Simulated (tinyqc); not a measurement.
# Worked calculation: floating body of a partially depleted SOI transistor: body voltage and kink

Numbers from tinyqc (`OMP_NUM_THREADS=1 python tinyqc.py 2182025 2182026 out.jsonl`; about 0.2 s on one thread of a shared Intel Xeon 2.30GHz). Printed values are rounded.

Source at 0 V. Channel current Ic = 2 nf K Vt^2 [F(0) - F(Vd)](1 + la Vd), F(V) = ln^2(1 + exp((Vg - VT - nf V)/(2 nf Vt))), VT = VT0 - gb Vb. Saturation voltage Vs = 2 Vt sqrt(F(0)) + 3 Vt, excess Ve = (Vd - Vs + sqrt((Vd - Vs)^2 + 0.0004 V^2))/2, multiplication M1 = Ai Ve exp(-Bl/Ve). Each junction passes D(v) = J1 (exp(v/Vt) - 1) + J2 (exp(v/(2 Vt)) - 1). Bipolar current Ib = bb J1 (exp(Vb/Vt) - 1). The body settles where M1 (Ic + Ib) = D(Vb) + D(Vb - Vd) + Vb/Rb; drain current Id = (1 + M1)(Ic + Ib) - D(Vb - Vd).

Parameters, values chosen for the exercise; values of the order met in partially depleted silicon-on-insulator transistors: temperature T = 398 K; threshold at zero body voltage VT0 = 0.47 V; fall of the threshold per volt of body voltage gb = 0.13; slope factor nf = 1.49; gain factor per width K = 550 uA/(V^2 um); channel-length modulation factor la = 0.08 1/V; impact-ionisation prefactor Ai = 1.96 1/V; impact-ionisation voltage Bl = 7.9 V; diffusion saturation current of each junction J1 = 3.4e-10 uA/um; recombination saturation current of each junction J2 = 8.2e-7 uA/um; gain of the lateral bipolar transistor on the diffusion current bb = 0.5; resistance of a weak body tie to the source (1e9 stands for no tie, and the term is then dropped) Rb = 1000 kohm um; gate voltage Vg = 1 V; drain voltage Vd = 1.6 V.

Constants: q = 1.602176634e-19 C, kB = 1.380649e-23 J/K, Vt = kB T/q. Results are converted to the units shown.

Range of the model: The multiplication law is an empirical form chosen for the exercise; self-heating and capacitive coupling to the body are left out, and the linear laws are rough once Vb passes about 0.7 V or M1 about 0.1.

## Starting value

Vb = 0.23 V.

Vb at the start = 0.23 V

## Iteration 1: new Vb

Current into the body I_in = M1 (Ic + Ib) - D(Vb - Vd), current out I_out = D(Vb) + Vb/Rb; f = ln(I_in/I_out), s = df/dVb by central differences over 1e-5 V, Vb(new) = Vb - f/s.

Ic = 65.3638 uA/um
Ve = 1.12114 V
M1 = 0.00191296
I_in = 0.125039 uA/um
I_out = 0.230023 uA/um
f = -0.609554
s = -4.51035 1/V
Vb after iteration 1 = 0.0948545 V

## Iteration 2: new Vb

As before.

Ic = 61.3471 uA/um
Ve = 1.13288 V
M1 = 0.00207937
I_in = 0.127564 uA/um
I_out = 0.0948569 uA/um
f = 0.296251
s = -10.6771 1/V
Vb after iteration 2 = 0.122601 V

## Course of the iteration

Stop when the step is below 1e-10 V, or after 40 iterations.

Course of the iteration:
```
iteration  Vb before the step (V)  step (V)
1                            0.23    -0.135
2                       0.0948545    0.0277
3                        0.122601   4.32e-3
4                        0.126921   7.54e-5
5                        0.126997   2.19e-8
6                        0.126997   < 1e-13
```

Converged in 6 iterations.

## Drain current with floating and with grounded body

converged Vb = 0.126997 V

Id and VT at the converged Vb, Id at Vb = 0, their ratio, and the bipolar share Ib/(Ic + Ib).

VT = 0.453490 V
Id, floating = 62.4176 uA/um
Id, grounded = 58.7350 uA/um
ratio = 1.06270
bipolar share = 1.07973e-8 %

The body rises to 0.127 V and lowers the threshold by 16.5 mV.
